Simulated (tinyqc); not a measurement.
Switching kinetics of a ferroelectric film and the memory window of a ferroelectric gate stack: one step, computed by the program tinyqc.

Fields in MV/cm; 1 microcoulomb/cm^2 over eps_0 is 11.29409 MV/cm. In the stack (metal, ferroelectric, interlayer, channel) the channel is taken as a conductor.

Question. Switched share after the pulse. Merz's law: t1 = t_inf exp[(E_a/E)^alpha] at the mean of the fields before and after switching. KAI: switched share = 1 - exp[-(t/t1)^n].

Inputs (values chosen for the exercise, for a model hafnia-based film):
```
quantity                             value   unit
time constant t_inf                6.5e-11      s
activation field E_a                   5.4  MV/cm
Merz exponent alpha                      2      -
dimension n                              2      -
pulse length t_p                   9.8e-08      s
breakdown field of the interlayer       16  MV/cm
```

Kinetics: Kolmogorov-Avrami-Ishibashi (KAI).

E_F before switching = 3.106077 MV/cm

E_F after switching = 2.631963 MV/cm

Give: mean field; switching time t1; switched share.

Answer.

mean field = 2.869 MV/cm

switching time t1 = 2.246e-09 s

switched share = 1

t_p is 44 t1. A field higher by 10 % would shorten t1 by a factor 1.8. Caution: the interlayer field exceeds its breakdown field, so charge injection would change the fields.
